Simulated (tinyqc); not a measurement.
UHF in the sto-6g basis, for Be, spin multiplicity 1, step by step. One step of it, computed by the program tinyqc.

Problem. Orthogonalisation. S = U s U^T; symmetric (Loewdin) form X = U s^(-1/2) U^T, so that X^T S X = 1.

overlap S, lower triangle:
```
           1Be 1s    1Be 2s   1Be 2px   1Be 2py   1Be 2pz
1Be 1s   1.000000
1Be 2s   0.254764  1.000000
1Be 2px  0.000000  0.000000  1.000000
1Be 2py  0.000000  0.000000  0.000000  1.000000
1Be 2pz  0.000000  0.000000  0.000000  0.000000  1.000000
```

Give: eigenvalues of S; X.

Solution.

eigenvalues of S: 0.745  1.000  1.000  1.000  1.255

X, lower triangle:
```
         1Be 1s  1Be 2s  1Be 2px  1Be 2py  1Be 2pz
1Be 1s    1.026
1Be 2s   -0.133   1.026
1Be 2px   0.000   0.000    1.000
1Be 2py   0.000   0.000    0.000    1.000
1Be 2pz   0.000   0.000    0.000    0.000    1.000
```
